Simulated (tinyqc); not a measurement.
# Fully depleted semiconductor-on-insulator film with two gates, non-linear Poisson equation by Newton steps: two studies

One dimension across the film, front interface at x = 0, back interface at x = ts. psi is counted from the intrinsic level, n = ni exp(psi/Vt) (source grounded), holes neglected, acceptors ionised. Gates act through Cox = eps0 eox/tox and Cbox = 3.9 eps0/tb with potentials G1 = Vg - (phiM - chi - Vt ln(Nc/ni)) and G2 = Vb - (phiB - chi - Vt ln(Nc/ni)). Classical Boltzmann densities, no interface charge, no depletion in the back plane.

Values chosen for this exercise; band and dielectric values those of a made-up semiconductor:
```
symbol,value,unit,meaning
T,300,K,temperature
Eg,0.907,eV,band gap
eps_r,14.6,,relative permittivity
Nc,2.38e19,cm^-3,conduction-band density of states at T
Nv,3.16e19,cm^-3,valence-band density of states at T
chi,4.5,eV,electron affinity
eox,21.4,,relative permittivity of the gate insulator (close to hafnium oxide)
tox,12,nm,insulator thickness
ts,25,nm,film thickness
tb,26,nm,buried-oxide thickness (eps_r 3.9)
Na,1e15,cm^-3,acceptor density of the film
phiM,5.03,eV,work function of the front gate
phiB,4.55,eV,work function of the back plane
Vb,1.5,V,back-gate voltage
```

Constants: q = 1.602176634e-19 C, kB = 1.380649e-23 J/K, Vt = kB T/q, eps0 = 8.8541878128e-14 F/cm where lengths are in cm. Results are converted to the units shown.

Each table varies one quantity; the others keep the values above.

## Charge against front-gate voltage

ni = sqrt(Nc Nv) exp(-Eg/(2 Vt)), Eg in volts. The Poisson equation eps0 eps_r d2psi/dx2 = q (n + Na), with -eps0 eps_r dpsi/dx = Cox (G1 - psi) at x = 0 and eps0 eps_r dpsi/dx = Cbox (G2 - psi) at x = ts, is solved on 300 equal intervals with half boxes at both ends; N_inv is the trapezoid sum of n. Swing = ln 10/(d ln N_inv/dVg); the last column is (dN_inv/dVb)/(dN_inv/dVg).

Charge against front-gate voltage:
```
Vg (V),psi front (V),psi back (V),N_inv (cm^-2),centroid/ts,swing (mV/decade),q dN_inv/dVg over Cox,back/front leverage
-0.45,-0.378,0.0872,2.68e6,0.944,78.7,7.95e-6,0.322
-0.3,-0.237,0.199,2.15e8,0.941,78.8,6.39e-4,0.321
-0.15,-0.0979,0.307,1.48e10,0.936,91.5,0.0379,0.319
0,0.0295,0.369,1.86e11,0.926,237,0.183,0.314
0.15,0.145,0.391,5.06e11,0.904,486,0.243,0.299
0.3,0.254,0.400,9.07e11,0.850,685,0.309,0.252
0.45,0.345,0.403,1.49e12,0.706,690,0.503,0.160
0.6,0.401,0.404,2.40e12,0.511,783,0.718,0.113
0.75,0.435,0.405,3.55e12,0.376,1.01e3,0.824,0.0988
```

Read the table: what changes, and by how much?

N_inv passes 1e11 cm^-2 at Vg = -0.0529 V. The swing starts at 78.7 mV a decade, against (1 + k) Vt ln 10 = 63.5 for a front channel with k = Cs Cbox/(Cox (Cs + Cbox)) = 0.0669, Cs = eps0 eps_r/ts; above threshold this column is no longer a subthreshold swing. The centroid falls from 0.944 to 0.376 of ts and the leverage of the back gate falls from 0.322 to 0.0988. For Vg = 0.75 the density at an interface exceeds 0.3 Nc, where Boltzmann statistics fail. For Vg = -0.45, -0.3, -0.15, 0, 0.15 the classical centroid lies within 3 nm of an interface, where confinement, left out, would push it away.

## Threshold and coupling against the back-gate voltage

VT is the Vg for N_inv = 1e11 cm^-2; -dVT/dVb from the linearised equation. Limits with Cs = eps0 eps_r/ts: front channel Cs Cbox/(Cox (Cs + Cbox)), back channel Cbox (Cox + Cs)/(Cox Cs). Swing at N_inv = 1e8 cm^-2.

The same in every row: front-channel limit = 0.0669; back-channel limit = 0.341.

Threshold and coupling against the back-gate voltage:
```
Vb (V),VT (V),centroid/ts at VT,-dVT/dVb,swing (mV/decade)
-3,0.656,0.0420,0.0761,64.1
-2.25,0.598,0.0562,0.0792,64.4
-1.5,0.536,0.0850,0.0855,64.9
-0.75,0.467,0.173,0.105,66.8
0,0.363,0.535,0.189,74.1
0.75,0.177,0.861,0.291,77.9
1.5,-0.0529,0.931,0.317,78.7
2.25,-0.294,0.954,0.325,79.1
```

What does the comparison show?

As Vb goes from -3 to 2.25, VT falls from 0.656 to -0.294 V, the centroid rises from 0.0420 to 0.954 of ts and -dVT/dVb rises from 0.0761 to 0.325. The coupling covers 3.34 % of the way from the front-channel to the back-channel limit in the first row and 94.1 % in the last. A positive back bias draws the electrons to the back interface, where the back gate has more leverage and the front gate less, so the swing worsens.

Program tinyqc, `OMP_NUM_THREADS=1 python tinyqc.py 2190141 2190142 out.jsonl`; Intel Xeon 2.30GHz, shared host, one thread, about 0.7 s.
